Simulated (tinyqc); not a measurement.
Biaxial strain: inversion layer as a triangular well, valleys of the Si type.

Six ellipsoidal valleys with their long axes along the cube axes, mass ml along the axis and mt across it. For a valley whose axis makes the angle theta with the surface normal, 1/m_z = cos^2(theta)/ml + sin^2(theta)/mt sets the confinement; in the plane the masses are m_1 = mt and m_2 = ml mt/m_z, and m_d = sqrt(m_1 m_2).

The field is taken as constant, e F = 4 pi (e^2/4 pi eps0)(Nd + eta Ns)/eps, with 1e12/cm^2 = 1e-4/angstrom^2, and the oxide as a hard wall at z = 0; c = hbar^2/2m0.

Level j of a valley lies at E_j = a_j (c (e F)^2/m_z)^(1/3) above the band edge at the surface, with the Airy zeros a_j = 2.338107, 4.087949, 5.520560, 6.786708, 7.944134, 9.022651, 10.040174, 11.008524, 11.936016, 12.828777, and has <z> = 2 E_j/(3 e F).

Subband i holds n_i = g m_d/(2 pi c) kB T ln(1 + exp((EF - E_i)/kB T)) (spin included), and EF is fixed by sum n_i = Ns over the levels listed or, where none are listed, over j = 0 to 9 of each group; 1e12/cm^2 = 1e-4/angstrom^2.

Constants: hbar^2/2m0 = 3.80998211 eV angstrom^2; e^2/(4 pi eps0) = 14.39964547 eV angstrom; kB = 8.617333262e-05 eV/K.

Parameters, chosen for this exercise (near those of Si; shifted at random, so the results belong to these values and not to a real crystal): ml = 0.92 m0 (longitudinal mass); mt = 0.188 m0 (transverse mass); eps = 11.7 (dielectric constant); Nd = 0.17 x 1e12/cm^2 (depletion charge); eta = 0.75 (share of Ns in the effective field); face = 100 (surface); Ns = 10 x 1e12/cm^2 (electron sheet density); T = 300 K (temperature); Xu = 9 eV (uniaxial deformation potential); nu2 = 0.78 (2 C12/C11); es = (-0.3, -0.1, 0, 0.1, 0.3, 0.6, 1) % (biaxial strain in the plane).

Strain e in the plane raises the four primed valleys against the two unprimed ones by D = Xu (1 + nu2) e; the field is kept. m_c averages 1/mt (unprimed) and (1/mt + 1/ml)/2 (primed) over the electrons.

Results:
```
e (%)  D (meV)  0' - 0 (meV)  unprimed share (%)  m_c (m0)  <z> (angstrom)
-0.3     -48.1          88.2                73.0    0.2107            13.1
0.0        0.0         136.3                92.4    0.1939            11.7
0.1       16.0         152.3                95.5    0.1914            11.4
0.3       48.1         184.3                98.6    0.1891            11.2
0.6       96.1         232.4                99.8    0.1882            11.1
1.0      160.2         296.5               100.0    0.1880            11.1
```

Give the missing row, e (%) = -0.1.

Computed row:
```
e (%)  D (meV)  0' - 0 (meV)  unprimed share (%)  m_c (m0)  <z> (angstrom)
-0.1     -16.0         120.2                87.7    0.1977            12.0
```

Without strain confinement alone splits the ladders by 136 meV and puts 92 % of the electrons into the two valleys that are light in the plane; under the largest tension the share is 100.0 %. m_c is 0.194 m0 without strain and 0.188 m0 there; moving all electrons can gain at most 3 % in 1/m_c. The ladders cross at e = -0.85 %, beyond the table.

(tinyqc, `OMP_NUM_THREADS=1 python tinyqc.py 1250159 1250160 out.jsonl`, Intel(R) Xeon(R) Processor @ 2.30GHz, 1 thread, shared host, about 0.03 s.)
